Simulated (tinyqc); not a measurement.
Inside a calculation. Model: electron continuity equation in a given potential, Scharfetter-Gummel discretisation.

tinyqc, about 0.01 s, one thread, Intel Xeon 2.30GHz (shared host): `OMP_NUM_THREADS=1 python tinyqc.py 2220030 2220031 out.jsonl` Printed values are rounded.

Steady state in one dimension: J = q mu n E + q D dn/dx with E = -dpsi/dx and D = mu Vt, dJ/dx = 0, fixed densities nL and nR at the ends. The potential is given, psi = 0 for x < L/2 and U (2 x/L - 1) beyond, and is not changed by the electrons.

Parameters, values chosen for the exercise; mobility close to that of 4H silicon carbide at room temperature:
```
symbol   value        unit                               meaning
T          273           K                           temperature
mu         896  cm^2/(V s)                     electron mobility
L           14          um                  length of the region
nL      1.4e13       cm^-3                      density at x = 0
nR      2.3e14       cm^-3                      density at x = L
U        0.046           V  potential difference psi(L) - psi(0)
```

Constants: q = 1.602176634e-19 C, kB = 1.380649e-23 J/K, Vt = kB T/q. Results are converted to the units shown.

## Potential on the mesh

10 equal intervals, h = L/10; psi = 0 for x < L/2 and U (2 x/L - 1) beyond.

```
node,psi (V)
0,0.00000000
1,0.00000000
2,0.00000000
3,0.00000000
4,0.00000000
5,0.00000000
6,0.00920000
7,0.01840000
8,0.02760000
9,0.03680000
10,0.04600000
```

## Bernoulli factors

d_i = (psi_(i+1) - psi_i)/Vt; B(d) = d/(exp(d) - 1), B(0) = 1. The flux on interval i is J_i = (q D/h) [n_(i+1) B(d_i) - n_i B(-d_i)].

```
interval,d_i,B(d_i),B(-d_i)
0,0.0000000,1,1
1,0.0000000,1,1
2,0.0000000,1,1
3,0.0000000,1,1
4,0.0000000,1,1
5,0.3910680,0.8171781,1.208246
6,0.3910680,0.8171781,1.208246
7,0.3910680,0.8171781,1.208246
8,0.3910680,0.8171781,1.208246
9,0.3910680,0.8171781,1.208246
```

The largest |d_i| is 0.391, below 2, so central differences would also keep densities positive.

## Tridiagonal system for the inner nodes

Row i (1 to 9): B(-d_(i-1)) n_(i-1) + b_i n_i + B(d_i) n_(i+1) = f_i with b_i = -B(-d_i) - B(d_(i-1)) and f_i = 0; the known end values are moved to the right: f_1 loses B(-d_0) nL and f_9 loses B(d_9) nR. h = L/10, D = mu Vt.

```
node,diagonal b,right side f (cm^-3)
1,-2,-1.4e13
2,-2,0
3,-2,0
4,-2,0
5,-2.208246,0
6,-2.025424,0
7,-2.025424,0
8,-2.025424,0
9,-2.025424,-1.879510e14
```

## Densities and current

B(d_i) and B(-d_i) are the Bernoulli factors of the potential steps, b and f the diagonal and right side. Solve B(-d_(i-1)) n_(i-1) + b_i n_i + B(d_i) n_(i+1) = f_i (end values already in f), then J_i = (q D/h) [n_(i+1) B(d_i) - n_i B(-d_i)], h = L/10, D = mu Vt.

```
node,n (cm^-3)
0,1.4e13
1,1.657793e13
2,1.915585e13
3,2.173378e13
4,2.431170e13
5,2.688963e13
6,4.291257e13
7,6.660343e13
8,1.016318e14
9,1.534232e14
10,2.3e14
```

```
interval,J (A/cm^2)
0,0.06218651
1,0.06218651
2,0.06218651
3,0.06218651
4,0.06218651
5,0.06218651
6,0.06218651
7,0.06218651
8,0.06218651
9,0.06218651
```

Without sources J is the same on every interval. A mesh 200 times finer gives the same densities: for a potential that is linear on each interval and no sources the scheme is exact.

## Three discretisations compared

10 equal intervals. Fluxes J_i = (q D/h)(n_(i+1) P_i - n_i Q_i), d_i = (psi_(i+1) - psi_i)/Vt: Scharfetter-Gummel P = B(d), Q = B(-d), B(d) = d/(exp(d) - 1); central P = 1 - d/2, Q = 1 + d/2; upwind P = 1 + max(-d, 0), Q = 1 + max(d, 0). Balance at each inner node: J_i - J_(i-1) = 0. The reference is Scharfetter-Gummel on 2000 intervals.

Densities (cm^-3):
```
node,Scharfetter-Gummel,central,upwind,reference
0,1.400e13,1.400e13,1.400e13,1.400e13
1,1.658e13,1.646e13,1.827e13,1.658e13
2,1.916e13,1.892e13,2.254e13,1.916e13
3,2.173e13,2.138e13,2.680e13,2.173e13
4,2.431e13,2.384e13,3.107e13,2.431e13
5,2.689e13,2.630e13,3.534e13,2.689e13
6,4.291e13,4.215e13,5.343e13,4.291e13
7,6.660e13,6.570e13,7.859e13,6.660e13
8,1.016e14,1.007e14,1.136e14,1.016e14
9,1.534e14,1.527e14,1.623e14,1.534e14
10,2.300e14,2.300e14,2.300e14,2.300e14
```

Largest errors as a share of the largest reference density listed: Scharfetter-Gummel under 1e-7 %, central 0.41 %, upwind 5.2 %. The largest |d| is 0.391. Upwinding stays positive but acts as if D were larger by the factor 1 + |d|/2, up to 1.20 here.
